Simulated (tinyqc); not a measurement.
Heavy doping: band filling, gap narrowing, band tails and the effective intrinsic density: one step, computed by the program tinyqc. Command: `OMP_NUM_THREADS=1 python tinyqc.py 3003428 3003429 out.jsonl gapnarrow walk`. One thread of a shared host (Intel(R) Xeon(R) Processor @ 2.30GHz), about 0.02 s of CPU time with the checks.

An n-type crystal above its Mott density, with all dopants ionised: n = N_D - N_A, ionised centres N_I = N_D + N_A. Valleys are taken as spherical with mass m_e.

Problem. Screening, narrowing and potential fluctuations. Screening: q^2 = (e/(eps eps_0)) dn/dE_F. Exchange lowers the conduction band by (1/pi) k_F e^2/(4 pi eps_0 eps) (T = 0 Hartree-Fock at k_F, taken as a rigid shift). Screening raises the valence band by (q/2) e^2/(4 pi eps_0 eps) (static Coulomb hole). The narrowing is the sum; electron correlation and carrier-ion shifts are left out. Root-mean-square potential of randomly placed ions: V_rms = (e^2/(4 pi eps_0 eps)) sqrt(2 pi N_I/q).

Inputs (values chosen for the exercise, modelled on silicon): valleys M_c = 6; dielectric constant eps = 12.1; donor density N_D = 9.4e+19 cm^-3; compensation ratio N_A/N_D = 0.1; temperature T = 77 K.

Conduction band: parabolic.

n = 8.46e+19 cm^-3

dn/dE_F = 2.007653e+21 cm^-3/eV

Constants: e = 1.602176634e-19 C; eps_0 = 8.8541878128e-12 F/m; e^2/(4 pi eps_0) = 14.39964548 eV angstrom; k_B = 8.617333262e-05 eV/K.

Give: screening length 1/q; exchange term; Coulomb-hole term; gap narrowing; V_rms.

Solution.

screening length 1/q = 5.771 angstrom

exchange term = 28.31 meV

Coulomb-hole term = 103.1 meV

gap narrowing = 131.4 meV

V_rms = 72.87 meV

Caution: V_rms exceeds both E_F and k_B T, so band tails reshape the edge. Caution: the screening length is well below a*, where static Thomas-Fermi screening overstates the Coulomb hole.
